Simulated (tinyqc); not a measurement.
Leakage through a gate insulator: direct, Fowler-Nordheim, trap-assisted and Poole-Frenkel currents: one step, computed by the program tinyqc. Command: `OMP_NUM_THREADS=1 python tinyqc.py 3029476 3029477 out.jsonl oxideleak walk`. One thread of a shared host (Intel(R) Xeon(R) Processor @ 2.30GHz), about 0.01 s of CPU time with the checks.

Electrons enter from the cathode Fermi level at x = 0; the conduction band of the insulator lies phi_b - e F x above it, F = V/t. WKB exponents use a parabolic band with mass m.

Task: Field and tunnelling without traps. For a level a distance phi(x) below the band, the WKB exponent is 2 int kappa dx with kappa = sqrt(m phi/(hbar^2/2m_0)); for a linear barrier from phi_1 down to phi_2 = max(phi_1 - e F d, 0) it is G = (4/3) sqrt(m/(hbar^2/2m_0)) (phi_1^(3/2) - phi_2^(3/2))/(e F). J_tun = e^3 F^2/(16 pi^2 hbar m phi_b) x exp(-G) / [1 - sqrt(phi_2/phi_b)]^2 with the free-electron mass in the cathode (m in m_0), phi_2 = max(phi_b - e V, 0): direct tunnelling for e V < phi_b, Fowler-Nordheim above. Image forces, back-flow and the limit on supply are left out, so J_tun is overstated below about 0.5 V. Equivalent oxide thickness = 3.9 t/eps_ox.

Inputs (values chosen for the exercise, with an insulator like SiO2):
```
quantity                        value  unit
thickness t                       6.7    nm
barrier phi_b                    2.96    eV
tunnelling mass m                0.42   m_0
static constant eps_ox           3.77     -
voltage across the insulator V    2.1     V
```

Constants: hbar^2/(2 m_0) = 3.80998212 eV angstrom^2; e = 1.602176634e-19 C; hbar = 1.054571817e-34 J s.

Give: field F; equivalent oxide thickness; WKB exponent G; tunnelling current J_tun.

Result:

field F = 3.1343 MV/cm

equivalent oxide thickness = 6.9310 nm

WKB exponent G = 60.663

tunnelling current J_tun = 2.5860e-19 A/cm^2

The barrier is a trapezoid: direct tunnelling.
